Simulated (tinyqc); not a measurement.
Starting guesses with plain Roothaan steps: SCF starting guesses in the cc-pvdz basis, for H2, spin multiplicity 1. Computed by the program tinyqc with PySCF. RHF with one setting changed at a time; a run stops when the energy changes by less than 1e-09 hartree and the error matrix is below 1e-5. Starts: the lowest orbitals of the core Hamiltonian, of the Wolfsberg-Helmholz matrix (K = 1.75), projected atomic densities, random orbitals, and the highest orbitals of the core Hamiltonian (a deliberately bad start).

Geometry (angstrom):

| atom | x | y | z |
|---|---|---|---|
| H | 0.0000 | 0.0000 | 0.0000 |
| H | 0.0000 | 0.0000 | 0.7650 |

lowest restricted solution found by these runs and by PySCF = -1.128545 hartree

Largest element of the error matrix X^T (FDS - SDF) X:

| iteration | core | Wolfsberg-Helmholz | atomic densities | random | highest core orbitals |
|---|---|---|---|---|---|
| 1 | 1.2e-01 | 2.4e-01 | 9.1e-02 | 7.1e-01 | 5.6e-02 |
| 2 | 2.5e-02 | 3.5e-02 | 1.5e-02 | 1.6e-01 | 1.8e-01 |
| 3 | 5.0e-03 | 5.2e-03 | 2.8e-03 | 2.7e-02 | 3.2e-02 |
| 4 | 9.7e-04 | 7.6e-04 | 5.4e-04 | 5.1e-03 | 6.0e-03 |
| 5 | 1.9e-04 | 1.2e-04 | 1.0e-04 | 1.0e-03 | 1.2e-03 |
| 6 | 3.7e-05 | 1.8e-05 | 2.0e-05 | 2.3e-04 | 2.3e-04 |
| 8 | 1.4e-06 | - | - | 1.3e-05 | 9.0e-06 |

How each run ends:

| run | iterations | E (hartree) | state |
|---|---|---|---|
| core | 8 | -1.12855 | lowest found |
| Wolfsberg-Helmholz | 7 | -1.12855 | lowest found |
| atomic densities | 7 | -1.12855 | lowest found |
| random | 9 | -1.12855 | lowest found |
| highest core orbitals | 9 | -1.12855 | lowest found |

What does the comparison show, and why?

5 of 5 runs reach the lowest restricted solution found, in 7 to 9 iterations (fastest: Wolfsberg-Helmholz, atomic densities). The first errors are 1e-01, 2e-01, 9e-02, 7e-01, 6e-02; the deliberately bad start has the smallest one, so a small first error does not mark a good start.
